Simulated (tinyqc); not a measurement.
Temperatures in a stack of 2 dies with leakage feedback: one step of the calculation.

One-dimensional heat flow to a sink below die 0. The power of each die is released in a plane at its top; from the plane of die j > 0 heat crosses its silicon (ts), a bond layer and the wiring of die j - 1; from die 0 it crosses t0, paste and sink. Copper shares the path through bond and wiring in parallel: k_eff = fm km + (1 - fm) k. Silicon is taken at the temperature of the plane above it. Leakage is P_l exp((T - 350 K)/Tl).

Task. Resistances per area at 300 K. R = thickness/conductivity for each layer.

Parameters, values chosen for the exercise; conductivities of the order met in silicon, wiring layers, bonds and pastes:
- k0 = 143 W/(m K) (conductivity of silicon at 300 K)
- ts = 30 um (thickness of a thinned die)
- t0 = 500 um (thickness of the die next to the sink)
- tb = 10 um (thickness of the wiring layers)
- kb = 4 W/(m K) (conductivity of the wiring layers)
- tg = 30 um (thickness of a bond layer)
- kg = 1.1 W/(m K) (conductivity of the bond dielectric)
- fm = 0.03 (area share of copper through bond and wiring)
- km = 390 W/(m K) (conductivity of copper)
- Rt = 0.19 K cm^2/W (paste and lid)
- Rs = 0.16 K cm^2/W (heat sink)

Wanted: thick die; thinned die; k_eff of the bond; k_eff of the wiring; bond plus wiring; paste plus sink.

Result.

thick die = 0.03497 K cm^2/W
thinned die = 0.002098 K cm^2/W
k_eff of the bond = 12.77 W/(m K)
k_eff of the wiring = 15.58 W/(m K)
bond plus wiring = 0.02992 K cm^2/W
paste plus sink = 0.3500 K cm^2/W

Numbers from tinyqc (`OMP_NUM_THREADS=1 python tinyqc.py 2162040 2162041 out.jsonl`; about 0.02 s on one thread of a shared Intel Xeon 2.30GHz).
